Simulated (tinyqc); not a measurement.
Inside a calculation. Method: Hueckel theory of the pi electrons with the omega technique, for the molecule Oc1ccccc[cH+]1 (SMILES; centres numbered as the heavy atoms are written). Computed by tinyqc, a small Python program that keeps every step. Settings: charge = 1, omega = 0.6, damping = 0.5. Command: `OMP_NUM_THREADS=1 python tinyqc.py 29814 29815 out.jsonl` (the two numbers bound the seeds that draw the settings). One thread of a shared host (Intel(R) Xeon(R) Processor @ 2.60GHz), about 0.01 s of CPU time with the checks.

## The Hueckel matrix

Centres:
```
centre  z_r, pi electrons of the neutral centre         h
1O                                            2  1.710000
2C                                            1  0.000000
3C                                            1  0.000000
4C                                            1  0.000000
5C                                            1  0.000000
6C                                            1  0.000000
7C                                            1  0.000000
8C                                            1  0.000000
```

Bonds:
```
i  j         k
1  2  0.920000
2  3         1
3  4         1
4  5         1
5  6         1
6  7         1
7  8         1
8  2         1
```

H_rr = alpha + h_r beta, H_rs = k_rs beta for bonded centres.

Hueckel matrix in units of beta (H = alpha + beta A):
```
          1O        2C        3C        4C        5C        6C        7C        8C
1O  1.710000  0.920000  0.000000  0.000000  0.000000  0.000000  0.000000  0.000000
2C  0.920000  0.000000  1.000000  0.000000  0.000000  0.000000  0.000000  1.000000
3C  0.000000  1.000000  0.000000  1.000000  0.000000  0.000000  0.000000  0.000000
4C  0.000000  0.000000  1.000000  0.000000  1.000000  0.000000  0.000000  0.000000
5C  0.000000  0.000000  0.000000  1.000000  0.000000  1.000000  0.000000  0.000000
6C  0.000000  0.000000  0.000000  0.000000  1.000000  0.000000  1.000000  0.000000
7C  0.000000  0.000000  0.000000  0.000000  0.000000  1.000000  0.000000  1.000000
8C  0.000000  1.000000  0.000000  0.000000  0.000000  0.000000  1.000000  0.000000
```

## Orbitals, round 1

pi electrons, sum of z_r less the charge = 8

Diagonalise; E = alpha + x beta with beta < 0, so the largest x are filled first; degenerate levels share their electrons. P = sum n_i c_ri c_si; each orbital has its largest coefficient positive (the first on a tie).

x values: 2.382452  1.782316  1.246980  0.971725  -0.445042  -0.551435  -1.801938  -1.875058

occupations: 2.000000  2.000000  2.000000  2.000000  0.000000  0.000000  0.000000  0.000000

coefficients:
```
         MO1        MO2        MO3        MO4        MO5        MO6        MO7        MO8
1O  0.697024   0.473351   0.000000   0.473615   0.000000  -0.210297   0.000000  -0.146833
2C  0.509473   0.037207   0.000000  -0.380063   0.000000   0.516928   0.000000   0.572181
3C  0.286267  -0.184584   0.417907  -0.402521   0.521121  -0.045789   0.231921  -0.468892
4C  0.172543  -0.366194   0.521121  -0.011077  -0.231921  -0.491678  -0.417907   0.307020
5C  0.124810  -0.468090   0.231921   0.391758  -0.417907   0.316918   0.521121  -0.106787
6C  0.124810  -0.468090  -0.231921   0.391758   0.417907   0.316918  -0.521121  -0.106787
7C  0.172543  -0.366194  -0.521121  -0.011077   0.231921  -0.491678   0.417907   0.307020
8C  0.286267  -0.184584  -0.417907  -0.402521  -0.521121  -0.045789  -0.231921  -0.468892
```

charge and bond-order matrix P:
```
           1O         2C         3C         4C         5C         6C         7C         8C
1O   1.868430   0.385447  -0.156957  -0.116635   0.101934   0.101934  -0.116635  -0.156957
2C   0.385447   0.810791   0.583922   0.156982  -0.205444  -0.205444   0.156982   0.583922
3C  -0.156957   0.583922   0.905378   0.678451   0.122722  -0.264963  -0.192668   0.206795
4C  -0.116635   0.156982   0.678451   0.871118   0.618932   0.135497  -0.215150  -0.192668
5C   0.101934  -0.205444   0.122722   0.618932   0.883893   0.668745   0.135497  -0.264963
6C   0.101934  -0.205444  -0.264963   0.135497   0.668745   0.883893   0.618932   0.122722
7C  -0.116635   0.156982  -0.192668  -0.215150   0.135497   0.618932   0.871118   0.678451
8C  -0.156957   0.583922   0.206795  -0.192668  -0.264963   0.122722   0.678451   0.905378
```

## Omega technique, round 1

h_r = h_r(0) + omega q_r, omega = 0.6, with q_r = z_r - P_rr; 0.5 of the old diagonal is kept.

matrix after round 1:
```
          1O        2C        3C        4C        5C        6C        7C        8C
1O  1.749471  0.920000  0.000000  0.000000  0.000000  0.000000  0.000000  0.000000
2C  0.920000  0.056763  1.000000  0.000000  0.000000  0.000000  0.000000  1.000000
3C  0.000000  1.000000  0.028387  1.000000  0.000000  0.000000  0.000000  0.000000
4C  0.000000  0.000000  1.000000  0.038665  1.000000  0.000000  0.000000  0.000000
5C  0.000000  0.000000  0.000000  1.000000  0.034832  1.000000  0.000000  0.000000
6C  0.000000  0.000000  0.000000  0.000000  1.000000  0.034832  1.000000  0.000000
7C  0.000000  0.000000  0.000000  0.000000  0.000000  1.000000  0.038665  1.000000
8C  0.000000  1.000000  0.000000  0.000000  0.000000  0.000000  1.000000  0.028387
```

## Orbitals, round 2

As before.

x values: 2.424433  1.818800  1.281653  1.008713  -0.413306  -0.508716  -1.766464  -1.835114

occupations: 2.000000  2.000000  2.000000  2.000000  0.000000  0.000000  0.000000  0.000000

coefficients:
```
         MO1        MO2        MO3        MO4        MO5        MO6        MO7        MO8
1O  0.697657   0.470736   0.000000   0.475434   0.000000  -0.210657   0.000000  -0.145833
2C  0.511840   0.035474   0.000000  -0.382806   0.000000   0.517069   0.000000   0.568208
3C  0.285011  -0.185286   0.416536  -0.400906   0.521899  -0.049294   0.232636  -0.470406
4C  0.171061  -0.367212   0.522030  -0.010213  -0.230519  -0.490594  -0.417547   0.308394
5C  0.123101  -0.468401   0.232342   0.391000  -0.417711   0.317835   0.521090  -0.107457
6C  0.123101  -0.468401  -0.232342   0.391000   0.417711   0.317835  -0.521090  -0.107457
7C  0.171061  -0.367212  -0.522030  -0.010213   0.230519  -0.490594   0.417547   0.308394
8C  0.285011  -0.185286  -0.416536  -0.400906  -0.521899  -0.049294  -0.232636  -0.470406
```

charge and bond-order matrix P:
```
           1O         2C         3C         4C         5C         6C         7C         8C
1O   1.868712   0.383576  -0.157970  -0.116746   0.102567   0.102567  -0.116746  -0.157970
2C   0.383576   0.819558   0.585554   0.156878  -0.206570  -0.206570   0.156878   0.585554
3C  -0.157970   0.585554   0.899580   0.676664   0.123795  -0.263319  -0.193113   0.205572
4C  -0.116746   0.156878   0.676664   0.873452   0.620713   0.135555  -0.216610  -0.193113
5C   0.102567  -0.206570   0.123795   0.620713   0.882833   0.666903   0.135555  -0.263319
6C   0.102567  -0.206570  -0.263319   0.135555   0.666903   0.882833   0.620713   0.123795
7C  -0.116746   0.156878  -0.193113  -0.216610   0.135555   0.620713   0.873452   0.676664
8C  -0.157970   0.585554   0.205572  -0.193113  -0.263319   0.123795   0.676664   0.899580
```

## Omega technique, round 2

As before.

matrix after round 2:
```
          1O        2C        3C        4C        5C        6C        7C        8C
1O  1.769122  0.920000  0.000000  0.000000  0.000000  0.000000  0.000000  0.000000
2C  0.920000  0.082514  1.000000  0.000000  0.000000  0.000000  0.000000  1.000000
3C  0.000000  1.000000  0.044319  1.000000  0.000000  0.000000  0.000000  0.000000
4C  0.000000  0.000000  1.000000  0.057297  1.000000  0.000000  0.000000  0.000000
5C  0.000000  0.000000  0.000000  1.000000  0.052566  1.000000  0.000000  0.000000
6C  0.000000  0.000000  0.000000  0.000000  1.000000  0.052566  1.000000  0.000000
7C  0.000000  0.000000  0.000000  0.000000  0.000000  1.000000  0.057297  1.000000
8C  0.000000  1.000000  0.000000  0.000000  0.000000  0.000000  1.000000  0.044319
```

## Convergence

Each round sets h_r = h_r(0) + omega (z_r - P_rr), keeping the share named as damping of the old diagonal; repeat until output and input diagonals agree to 1e-6.

Rounds:
```
round    sum n x  largest |h(out) - h(in)|
1      12.766945                  1.14e-01
2      13.067199                  5.15e-02
3      13.217569                  2.39e-02
4      13.292802                  1.13e-02
5      13.330429                  5.39e-03
6      13.349245                  2.61e-03
7      13.358652                  1.27e-03
8      13.363356                  6.24e-04
9      13.365707                  3.07e-04
10     13.366883                  1.52e-04
11     13.367470                  7.53e-05
12     13.367764                  3.75e-05
13     13.367911                  1.87e-05
14     13.367985                  9.34e-06
15     13.368021                  4.66e-06
16     13.368040                  2.33e-06
17     13.368049                  1.16e-06
18     13.368053                  5.81e-07
```

Converged in 18 rounds.

## Energy, charges, bond orders

final x values: 2.464911  1.855495  1.317219  1.046402  -0.378678  -0.468839  -1.730536  -1.795978

occupations: 2.000000  2.000000  2.000000  2.000000  0.000000  0.000000  0.000000  0.000000

final P:
```
           1O         2C         3C         4C         5C         6C         7C         8C
1O   1.868932   0.382463  -0.158574  -0.116702   0.102832   0.102832  -0.116702  -0.158574
2C   0.382463   0.824425   0.586512   0.156718  -0.207103  -0.207103   0.156718   0.586512
3C  -0.158574   0.586512   0.896974   0.675702   0.124570  -0.262376  -0.193598   0.204527
4C  -0.116702   0.156718   0.675702   0.874100   0.621530   0.135756  -0.217224  -0.193598
5C   0.102832  -0.207103   0.124570   0.621530   0.882248   0.666018   0.135756  -0.262376
6C   0.102832  -0.207103  -0.262376   0.135756   0.666018   0.882248   0.621530   0.124570
7C  -0.116702   0.156718  -0.193598  -0.217224   0.135756   0.621530   0.874100   0.675702
8C  -0.158574   0.586512   0.204527  -0.193598  -0.262376   0.124570   0.675702   0.896974
```

E = sum n x; q_r = z_r - P_rr; bond order p = P_rs; free valence = sqrt(3) - sum of p over the bonds of the atom.

pi energy = 8 alpha + this times beta = 13.368053

pi charges: 1O 0.131068, 2C 0.175575, 3C 0.103026, 4C 0.125900, 5C 0.117752, 6C 0.117752, 7C 0.125900, 8C 0.103026

Bond orders and lengths from R = 1.517 - 0.180 p (angstrom, C-C alone):
```
bond         p         R
1-2   0.382463         -
2-3   0.586512  1.411428
3-4   0.675702  1.395374
4-5   0.621530  1.405125
5-6   0.666018  1.397117
6-7   0.621530  1.405125
7-8   0.675702  1.395374
8-2   0.586512  1.411428
```

free valence of the carbons: 2C 0.176565, 3C 0.469837, 4C 0.434819, 5C 0.444503, 6C 0.444503, 7C 0.434819, 8C 0.469837

gap between the highest filled and the next level = 1.425080 |beta|
